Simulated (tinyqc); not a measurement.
Inside a calculation. Method: plane-wave Kohn-Sham cycle with exchange-only LDA in a layered model solid. One step of it, computed by the program tinyqc.

Question. Iteration 2: levels at that k. Diagonalise the Hermitian matrix.

H (hartree), order -2, -1, +0, +1, +2:
```
[[0.199770, -0.291841, 0.001261, -0.000551, -0.000167],
 [-0.291841, -0.070580, -0.291841, 0.001261, -0.000551],
 [0.001261, -0.291841, -0.160697, -0.291841, 0.001261],
 [-0.000551, 0.001261, -0.291841, -0.070580, -0.291841],
 [-0.000167, -0.000551, 0.001261, -0.291841, 0.199770]]
```

Give: eigenvalues.

Answer.

eigenvalues (hartree): [-0.5819, -0.2574, 0.0618, 0.3855, 0.4897]
